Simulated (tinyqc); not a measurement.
# Regular and subregular solution with a miscibility gap, step by step

A worked calculation. Computed by tinyqc, a small Python program that keeps every step. Command: `OMP_NUM_THREADS=1 python tinyqc.py 3031710 3031711 out.jsonl regsol walk`. One thread of a shared host (Intel(R) Xeon(R) Processor @ 2.30GHz), about 0.02 s of CPU time with the checks. Intermediate numbers are printed to about 6 digits and carried at full precision; extremes and crossings named in words are read from the listed rows.

Per mole of mixing sites: G(x) = x (1 - x) [L0 + L1 (1 - 2x)] + R T [x ln x + (1 - x) ln(1 - x)], x the fraction of B.

Inputs (values chosen for the exercise, for a model semiconductor alloy):

| quantity | value | unit |
|---|---|---|
| lattice constant a_A | 5.869 | angstrom |
| lattice constant a_B | 6.058 | angstrom |
| constant K | 49400 | kJ angstrom^2.5/mol |
| asymmetry L1 | 0.48 | kJ/mol |
| temperature T | 61 | K |
| overall fraction x0 | 0.21 | - |
| coherency modulus Y | 155 | GPa |
| molar volume V_m | 31.9 | cm^3/mol |
| gradient coefficient kappa | 4.8e-10 | J/m |
| start value s0 | 0.05 | - |

Source of L0: delta-lattice-parameter rule.

Constants: R = 8.314462618 J/(mol K).

## Interaction parameter

A bonding enthalpy -K a^(-2.5) with a linear in x gives L0 = 4.375 K (a_A - a_B)^2/abar^4.5, abar the mean lattice constant; eta = (a_B - a_A)/abar.

L0 = 2.49961 kJ/mol

eta = 0.0316928

## G, chemical potentials and activities

G' = L0 (1 - 2x) + L1 (1 - 6x + 6x^2) + R T ln[x/(1 - x)]; G'' = -2 L0 - 6 L1 (1 - 2x) + R T/[x (1 - x)]. mu_A = G - x G', mu_B = G + (1 - x) G', activity = exp(mu/(R T)).

G, G'' and activities at x = 0.02, 0.1, 0.2, 0.35, 0.5, 0.65, 0.8, 0.9, 0.98:

| x | G (kJ/mol) | G'' (kJ/mol) | activity of A | activity of B |
|---|---|---|---|---|
| 0.02 | 0.008300 | 18.1126 | 0.98302 | 5.24597 |
| 0.10 | 0.094649 | -1.6679 | 0.96902 | 8.57972 |
| 0.20 | 0.192223 | -3.5573 | 1.05895 | 5.29044 |
| 0.35 | 0.273049 | -3.6339 | 1.43110 | 2.39288 |
| 0.50 | 0.273352 | -2.9705 | 2.17181 | 1.35305 |
| 0.65 | 0.207529 | -1.9059 | 3.29493 | 0.98753 |
| 0.80 | 0.100063 | -0.1013 | 4.15213 | 0.89647 |
| 0.90 | 0.025529 | 2.9401 | 3.41950 | 0.92249 |
| 0.98 | -0.009763 | 23.6422 | 0.98514 | 0.98085 |

G'' is negative at 6 of the nine compositions (0.1, 0.2, 0.35, 0.5, 0.65, 0.8), where the solution is unstable.

## Critical point

The spinodal is G'' = 0, R T_s(x) = x (1 - x) [2 L0 + 6 L1 (1 - 2x)]; the critical point is its maximum.

critical composition x_c = 0.380612

critical temperature T_c = 161.245 K

L1 > 0 moves the top of the gap to the A-rich side and raises it by 10.9 K over L0/(2 R).

## Spinodal at T

Solve G'' = 0 on each side of x_c.

spinodal x_s1 = 0.0734086

spinodal x_s2 = 0.805624

Caution: at such a low temperature diffusion in a solid alloy is normally frozen, so this equilibrium would not be reached.

## First Newton step for the common tangent

Common tangent: F1 = G'(x1) - G'(x2) = 0 and F2 = [G - x G'](x1) - [G - x G'](x2) = 0. Newton step: J = [[G''(x1), -G''(x2)], [-x1 G''(x1), x2 G''(x2)]], J dx = -F; a step that would leave 0 < x < 1 is halved until it stays inside. The start is x1 = s0, x2 = 1 - s0.

F (kJ/mol): F1 1.51257, F2 -0.40637

J (kJ/mol):
```
          1         2
1   3.08629  -8.27029
2  -0.15431   7.85678
```

new (x1, x2): 0.003622  0.955554

## Binodal by Newton steps

Stop when the step is below 1e-12, or when x1 and x2 meet within 1e-5; residuals under 1e-7 are shown as 0.

Iteration:

| step | x1 | x2 | F1 (kJ/mol) | F2 (kJ/mol) |
|---|---|---|---|---|
| 1 | 0.0500000 | 0.950000 | 1.51257e+00 | -4.06366e-01 |
| 2 | 0.0036221 | 0.955554 | 4.65917e-01 | -3.44680e-01 |
| 3 | 0.0028261 | 0.993217 | -5.41745e-01 | 5.25970e-01 |
| 4 | 0.0028971 | 0.985976 | -1.73347e-01 | 1.73144e-01 |
| 5 | 0.0028836 | 0.980882 | -2.71368e-02 | 2.71083e-02 |
| 6 | 0.0028806 | 0.979769 | -8.32036e-04 | 8.30640e-04 |
| 7 | 0.0028805 | 0.979732 | -8.19511e-07 | 8.18040e-07 |
| 8 | 0.0028805 | 0.979732 | 0 | 0 |

solubility limit x1 = 0.00288051

solubility limit x2 = 0.979732

Converged: the gap runs from 0.002881 to 0.9797, outside the spinodal as it must.

## Lever rule at x0

Inside the gap the B-rich phase has the fraction f = (x0 - x1)/(x2 - x1), and the gain is (1 - f) G(x1) + f G(x2) - G(x0); outside it one phase remains.

fraction f of the B-rich phase = 0.212028

free energy of decomposition = -203.419 J/mol

x0 lies inside the chemical spinodal: coherency strain aside, small waves of composition grow without a barrier.

## Fastest-growing wave

Linear Cahn-Hilliard theory, coherency strain left out, with energy density G/V_m + kappa (grad x)^2: the rate goes as -k^2 (G''/V_m + 2 kappa k^2), so k_c^2 = -G''/(2 kappa V_m), the fastest wave has k_m = k_c/sqrt(2) and length 2 pi/k_m.

G''(x0) = -3.61247 kJ/mol

k_c = 0.343456 1/nm

fastest wavelength = 25.8716 nm

## Coherent spinodal

If the lattice stays coherent, G'' gains 2 eta^2 Y V_m (eta = d ln a/dx, Y the biaxial modulus, E/(1 - nu) if isotropic), which is L0 replaced by L0 - eta^2 Y V_m (1 GPa cm^3/mol = 1 kJ/mol); the program reports 0 if the result is below its cutoff 3.5 |L1|.

eta^2 Y V_m = 4.96642 kJ/mol

top of the coherent spinodal = 0 K

Coherency strain takes most or all of L0: decomposition then needs incoherent interfaces or a free surface.

## The phase diagram

For this table each start is x_s1/6 and 1 - (1 - x_s2)/6. The dilute estimate of x1 is exp(-(L0 + L1)/(R T)).

Binodal and spinodal:

| T (K) | binodal x1 | spinodal x_s1 | spinodal x_s2 | binodal x2 | dilute estimate of x1 |
|---|---|---|---|---|---|
| 64 | 0.00382253 | 0.0776235 | 0.796974 | 0.975238 | 0.00369987 |
| 81 | 0.0132053 | 0.103060 | 0.747860 | 0.939982 | 0.0119830 |
| 97 | 0.0300564 | 0.130011 | 0.700515 | 0.891612 | 0.0248602 |
| 113 | 0.0573210 | 0.161123 | 0.650482 | 0.828026 | 0.0419459 |
| 129 | 0.0993991 | 0.198788 | 0.595117 | 0.746473 | 0.0621611 |
| 145 | 0.167337 | 0.249181 | 0.528057 | 0.637101 | 0.0844594 |
| 155 | 0.241511 | 0.297627 | 0.469653 | 0.536419 | 0.0990595 |

The dilute estimate is 0.97 of x1 at the lowest T and 0.41 at the highest: it drops the pull of the other solutes and the impurity of the second phase. Near the top the binodal is 1.71 times as wide as the spinodal; the mean-field limit at T_c is sqrt(3) = 1.73. The gap is lopsided: at the lowest T, A dissolves 0.0038 of B and B dissolves 0.025 of A.

Checks made by the program: binodal against the lower hull of G on 40001 points (relative difference 8e-06).
